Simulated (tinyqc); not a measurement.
Carrier lifetime of a p-type layer with SRH, radiative, Auger and surface recombination: two steps of the calculation.

Uniform excess density dn = dp (no trapping), n = n0 + dn, p = p0 + dn, Boltzmann statistics, full ionisation. Surfaces enter as a rate 2 S dn/d, which holds while diffusion to them is fast.

Inputs (values chosen for the exercise); band and dielectric values close to those of silicon:
```
symbol     value        unit                                      meaning
T            300           K                                  temperature
B       4.66e-15      cm^3/s                        radiative coefficient
Cn       1.7e-31      cm^6/s            Auger coefficient (two electrons)
Cp       2.6e-31      cm^6/s                Auger coefficient (two holes)
S           1000        cm/s  surface recombination velocity (both faces)
d            400          um                             sample thickness
G         4.2e21  cm^-3 s^-1                              generation rate
```

Constants: q = 1.602176634e-19 C, kB = 1.380649e-23 J/K, Vt = kB T/q. Results are converted to the units shown.

Question 1. New dn. With e = n p - ni^2 = dn (n0 + p0 + dn): U_SRH = e/(tp0 (n + n1) + tn0 (p + p1)), U_rad = B e, U_Aug = (Cn n + Cp p) e, U_s = 2 S dn/d. Substitution: tau = dn/U with U the sum, dn(new) = G tau.

dn after iteration 2 = 5.8249569e16 cm^-3
n0 = 766.13092 cm^-3
p0 = 1e17 cm^-3
n1 = 1.0957271e11 cm^-3
p1 = 6.9919869e8 cm^-3
tn0 = 6.5104167e-6 s
tp0 = 1.9531250e-4 s

Give: U_SRH; U_rad; U_Aug; U_s; tau; dn after iteration 3.

Answer 1.

U_SRH = 7.4296e20 cm^-3 s^-1
U_rad = 4.2956e19 cm^-3 s^-1
U_Aug = 4.7055e20 cm^-3 s^-1
U_s = 2.9125e21 cm^-3 s^-1
tau = 1.3972e-5 s
dn after iteration 3 = 5.8684e16 cm^-3

Question 2. Lifetime, shares and quasi-Fermi splitting. tau = dn/U, shares of U, splitting Vt ln(n p/ni^2), radiative efficiency U_rad/U.

converged dn = 5.8684244e16 cm^-3
ni = 8.7528905e9 cm^-3
n0 = 766.13092 cm^-3
p0 = 1e17 cm^-3
n1 = 1.0957271e11 cm^-3
p1 = 6.9919869e8 cm^-3
tn0 = 6.5104167e-6 s
tp0 = 1.9531250e-4 s

Find: tau; shares; quasi-Fermi splitting.

Answer 2.

tau = 1.397e-5 s
shares (%): SRH 17.74, radiative 1.03, Auger 11.36, surface 69.86
quasi-Fermi splitting = 0.8384 V

Surface recombination takes the largest share. dn is 0.59 times the doping: intermediate injection.

Range of the model: S d exceeds 2.5 cm^2/s, comparable with a diffusion coefficient, so 2 S/d overstates the surface loss.

Numbers from tinyqc (`OMP_NUM_THREADS=1 python tinyqc.py 2300128 2300129 out.jsonl`; about 0.01 s on one thread of a shared Intel Xeon 2.30GHz).
